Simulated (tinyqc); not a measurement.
Berg model of reactive sputtering of a nitride or oxide: poisoning, hysteresis and pumping speed. From total flow Q back to pumping speed S. Computed by tinyqc, a small Python program. Command: `OMP_NUM_THREADS=1 python tinyqc.py 3006591 3006592 out.jsonl berg inv`. One thread of a shared host (Intel(R) Xeon(R) Processor @ 2.30GHz), about 0.05 s of CPU time with the checks.

A diatomic gas reacts with bare metal on the target and on the collecting surfaces; ions remove metal and compound from the target. theta_t and theta_c are the compound fractions.

Inputs (values chosen for the exercise, close to those used for titanium dioxide):

| quantity | value | unit |
|---|---|---|
| ion current density J | 24 | mA/cm^2 |
| target area A_t | 230 | cm^2 |
| collecting area A_c | 5000 | cm^2 |
| metal yield Y_m | 0.54 | - |
| compound yield Y_c | 0.033 | - |
| sticking coefficient alpha | 0.16 | - |
| reactive atoms per metal atom z | 2 | - |
| gas mass M | 32 | u |
| gas temperature T | 300 | K |
| reactive partial pressure P | 0.0031 | Pa |

Constants: e = 1.602176634e-19 C; u = 1.6605390666e-27 kg; k_B = 1.380649e-23 J/K.

Method. Ion flux j = J/e; gas flux F = P/sqrt(2 pi M k_B T). Target: (2/z) alpha F (1 - theta_t) = j Y_c theta_t. Sputtered flows F_c = j Y_c theta_t A_t, F_m = j Y_m (1 - theta_t) A_t. Collector: (2/z) alpha F (1 - theta_c) A_c + F_c (1 - theta_c) = F_m theta_c. Gas use Q = alpha F [(1 - theta_t) A_t + (1 - theta_c) A_c] + P S/(k_B T); 1 sccm = 4.4780e17 molecules/s. Rate R = F_m + F_c, given relative to j Y_m A_t.

Question. A run gave the result below. Find the pumping speed S, known to lie between 300 and 590 l/s.

total flow Q = 11.31502 sccm

Answer.

Each step takes the trial c = (a f_b - b f_a)/(f_b - f_a), f being the result less the target and a, b, c the logarithms of the listed values; c replaces end b, the old b replaces a if the sign of f changed, and otherwise f_a is halved.

Scan of the range:

| pumping speed S (l/s) | total flow Q (sccm) |
|---|---|
| 300 | 11.1606 |
| 336 | 11.2208 |
| 376 | 11.2876 |
| 421 | 11.3628 |
| 471 | 11.4464 |
| 527 | 11.5400 |
| 590 | 11.6453 |

False position (Illinois rule, in the logarithm of the input) inside the bracket:

| step | end a | end b | trial | total flow Q (sccm) |
|---|---|---|---|---|
| 1 | 376.000 | 421.000 | 391.811 | 11.3140 |
| 2 | 421.000 | 391.811 | 392.377 | 11.3150 |
| 3 | 421.000 | 392.377 | 392.416 | 11.3151 |
| 4 | 392.377 | 392.416 | 392.397 | 11.3150 |

Total flow Q rises at every point of a 13-point scan of the range (every second point is shown), so one value fits; it is bracketed by 376 and 421. The scan shows a straight line, so linear interpolation between any two rows gives the answer at once. Answer: pumping speed S = 392.4 l/s.
